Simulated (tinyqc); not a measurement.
MOS capacitor with interface traps: C-V stretch-out, conductance peak and subthreshold swing: one step, computed by the program tinyqc. Command: `OMP_NUM_THREADS=1 python tinyqc.py 3029647 3029648 out.jsonl mostraps walk`. One thread of a shared host (Intel(R) Xeon(R) Processor @ 2.30GHz), about 0.01 s of CPU time with the checks.

Energies at the interface are counted from the valence band. psi > 0 means bending towards depletion, so the surface potential is -psi. Boltzmann statistics, full ionisation, no quantum confinement. Traps are neutral when filled up to E_n, with a sharp (zero-temperature) occupation.

Question. Substrate and insulator. N_c = 2 M_c (2 pi m_e k_B T/h^2)^(3/2) and N_v = 2 (2 pi m_h k_B T/h^2)^(3/2), masses in units of m_0. n_i = sqrt(N_c N_v) exp(-E_g/2 k_B T); E_F = E_g - k_B T ln(N_c/N); phi_B = (k_B T/e) ln(N/n_i); L_D = sqrt(eps_s eps_0 k_B T/(e^2 N)); C_ox = eps_ox eps_0/t_ox.

Inputs (values chosen for the exercise, for a model semiconductor):
```
quantity,value,unit
gap E_g,1.04,eV
electron mass m_e,0.264,m_0
valleys M_c,6,-
hole mass m_h,1.05,m_0
dielectric constant eps_s,14.9,-
doping N,1.3e+17,cm^-3
insulator constant eps_ox,21.1,-
insulator thickness t_ox,51,nm
temperature T,400,K
```

Substrate: n-type. Trap spectrum: flat plus a Gaussian peak.

Constants: m_0 = 9.1093837015e-31 kg; k_B = 1.380649e-23 J/K; h = 6.62607015e-34 J s; k_B = 8.617333262e-05 eV/K; eps_0 = 8.8541878128e-12 F/m; e = 1.602176634e-19 C.

Give: k_B T; n_i; bulk E_F; phi_B; Debye length L_D; C_ox; effective density of states of the majority band.

Answer.

k_B T = 0.03447 eV

n_i = 1.015e+13 cm^-3

bulk E_F = 0.8508 eV

phi_B = 0.3260 V

Debye length L_D = 14.78 nm

C_ox = 0.3663 microF/cm^2

effective density of states of the majority band = 3.144e+19 cm^-3
